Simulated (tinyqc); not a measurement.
Limits against temperature: thermal and gravitational stress in a wafer during furnace and rapid thermal processing, and the onset of slip. Computed by tinyqc, a small Python program. Command: `OMP_NUM_THREADS=1 python tinyqc.py 3016494 3016495 out.jsonl slip walk`. One thread of a shared host (Intel(R) Xeon(R) Processor @ 2.30GHz), about 0.01 s of CPU time with the checks.

A thin free disc in plane stress, isotropic; T(r) = T_centre + dT (r/R)^n with n = 2. Stress is positive in tension; sigma_SB = 5.670374419e-8 W/(m^2 K^4), g = 9.80665 m/s^2.

Inputs (values chosen for the exercise, modelled on silicon):

| quantity | value | unit |
|---|---|---|
| wafer radius R | 225 | mm |
| thickness t | 925 | micrometre |
| Young's modulus E | 148 | GPa |
| expansion alpha | 4.51 | 1e-6/K |
| prefactor A of the critical stress | 0.00049 | MPa |
| energy U of the critical stress | 0.989 | eV |
| density rho | 2330 | kg/m^3 |
| heat capacity c | 973 | J/(kg K) |
| conductivity k | 25.8 | W/(m K) |
| wafer spacing s | 16 | mm |

Constants: k_B = 8.617333262e-05 eV/K.

Method. Critical resolved stress tau_c = A exp(U/(k_B T)), a form chosen for the exercise; slip when 0.492799 |s_tt(R)| > tau_c; allowed |dT| = tau_c (n + 2)/(0.492799 n alpha E). In a stack heated from the rim, heat flows inward by conduction and by radiation between wafers: k_eff = k + (16/3) sigma_SB T^3 s^2/t (a diffusion estimate with the spacing as path length). A steady ramp gives the parabolic lag dT = rho c (ramp) R^2/(4 k_eff); the allowed ramp uses n = 2.

For the parabolic profile:

| T (K) | tau_c (MPa) | allowed \|dT\| (K) | k_eff (W/(m K)) | allowed ramp (K/min) |
|---|---|---|---|---|
| 1050 | 27.364 | 166.38 | 122.69 | 42.687 |
| 1125 | 13.204 | 80.29 | 144.97 | 24.339 |
| 1200 | 6.979 | 42.44 | 170.43 | 15.124 |
| 1275 | 3.976 | 24.18 | 199.28 | 10.075 |
| 1350 | 2.412 | 14.66 | 231.73 | 7.105 |
| 1425 | 1.542 | 9.37 | 267.99 | 5.253 |
| 1500 | 1.031 | 6.27 | 308.28 | 4.040 |

What does the comparison show, and why?

From 1050 to 1500 K the allowed difference falls 27 times and the allowed ramp 11 times; radiation, which grows as T^3, gives back a factor 2.51. Ramps must slow as the wafer gets hotter.
